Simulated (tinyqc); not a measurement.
Inside a calculation. Model: resistance of a source-drain extension with a graded tip.

Numbers from tinyqc (`OMP_NUM_THREADS=1 python tinyqc.py 2282010 2282011 out.jsonl`; about 0.05 s on one thread of a shared Intel Xeon 2.30GHz). Printed values are rounded.

y runs along the channel, the gate covers y > 0. The doping is N0 for y < y0 and N0 10^(-(y - y0)/la) beyond, uniform over the depth xj. Sheet conductance s(y) = q mu(N) max(N - Nch, 0) xj + (for y > 0) ma Cox Vo, with mu(N) = u0 + (u1 - u0)/(1 + (N/Nr)^au) and Cox = eps0 eox/tox. Current is taken as one-dimensional; depletion of the tip, spreading and the contact are left out. The metallurgical junction lies at yj, where N = Nch.

Values chosen for this exercise; mobility law close to that of electrons in silicon: relative permittivity of the gate insulator (close to silicon dioxide) eox = 3.9; insulator thickness tox = 3.2 nm; active doping of the extension far from the gate N0 = 1.5e20 cm^-3; lateral abruptness la = 3.9 nm/decade; position under the gate where the fall begins (gate edge at 0) y0 = 3.6 nm; depth of the extension xj = 27 nm; channel doping Nch = 4.7e17 cm^-3; gate overdrive Vo = 0.8 V; mobility of the gate-induced layer ma = 120 cm^2/(V s); mobility at low doping u1 = 1414 cm^2/(V s); mobility at high doping u0 = 68.5 cm^2/(V s); reference doping Nr = 9.2e16 cm^-3; exponent au = 0.711; gate length Lg = 90 nm.

Constants: q = 1.602176634e-19 C, eps0 = 8.8541878128e-14 F/cm where lengths are in cm. Results are converted to the units shown.

## Sheet resistances and junction position

yj = y0 + la log10(N0/Nch); sheet resistance of the full extension 1/[q mu(N0)(N0 - Nch) xj] and of the gate-induced layer 1/(ma Cox Vo); metallurgical length Lg - 2 yj; ye is where the doped and the gate-induced conductances are equal.

yj = 13.36557 nm
sheet resistance of the extension = 204.8679 ohm/square
sheet resistance of the induced layer = 9653.069 ohm/square
metallurgical length = 63.26885 nm
ye = 11.38963 nm
N at ye = 1.509211e18 cm^-3

The gate takes over 1.98 nm before the junction, where N is still 3.21 times the channel doping.

## Resistance of the overlapped part

Midpoint rule on 10 equal steps from 0 to yj: R_ov = sum h/s(y), per width.

```
point     y (nm)    N (cm^-3)  doped conductance (uS)  sheet resistance (ohm/square)
0      0.6682787       1.5e20                4881.195                       200.6103
1       2.004836       1.5e20                4881.195                       200.6103
2       3.341394       1.5e20                4881.195                       200.6103
3       4.677951  7.937680e19                2710.670                       355.3327
4       6.014508  3.605675e19                1347.135                       689.3087
5       7.351066  1.637870e19                698.2516                       1247.123
6       8.687623  7.439992e18                377.5578                       2078.346
7       10.02418  3.379601e18                207.4878                       3214.588
8       11.36074  1.535177e18                105.3900                       4785.056
9       12.69730  6.973509e17                32.08122                       7370.543
```

R_ov = 27.188 ohm um

The exact integral is 27.497 ohm um; the coarse sum is 1.1 % below it.
